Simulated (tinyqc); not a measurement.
Carrier lifetime of a p-type layer with SRH, radiative, Auger and surface recombination: one step of the calculation.

Uniform excess density dn = dp (no trapping), n = n0 + dn, p = p0 + dn, Boltzmann statistics, full ionisation. Surfaces enter as a rate 2 S dn/d, which holds while diffusion to them is fast.

Task. New dn. With e = n p - ni^2 = dn (n0 + p0 + dn): U_SRH = e/(tp0 (n + n1) + tn0 (p + p1)), U_rad = B e, U_Aug = (Cn n + Cp p) e, U_s = 2 S dn/d. Newton step on ln U(ln dn) = ln G, U the sum: k = d ln U/d ln dn (central difference over factors 1.0001), dn(new) = dn (G/U)^(1/k).

Inputs (values chosen for the exercise); band and dielectric values close to those of silicon: radiative coefficient B = 4.79e-15 cm^3/s; Auger coefficient (two electrons) Cn = 2.8e-31 cm^6/s; Auger coefficient (two holes) Cp = 1.2e-31 cm^6/s; surface recombination velocity (both faces) S = 0 cm/s; sample thickness d = 10 um; generation rate G = 1.3e20 cm^-3 s^-1.

dn at the start = 4e15 cm^-3
n0 = 0.023508491 cm^-3
p0 = 7.8e17 cm^-3
n1 = 3.0640494e13 cm^-3
p1 = 598.44410 cm^-3
tn0 = 2.3148148e-5 s
tp0 = 5.7870370e-4 s

Find: U_SRH; U_rad; U_Aug; U_s; k; dn after iteration 1.

Result.

U_SRH = 1.5312e20 cm^-3 s^-1
U_rad = 1.5021e19 cm^-3 s^-1
U_Aug = 2.9855e20 cm^-3 s^-1
U_s = 0 cm^-3 s^-1
k = 0.97729
dn after iteration 1 = 1.0816e15 cm^-3

Computed by the program tinyqc: `OMP_NUM_THREADS=1 python tinyqc.py 2300019 2300020 out.jsonl`, one thread of a shared Intel Xeon 2.30GHz, about 0.01 s for the whole run.
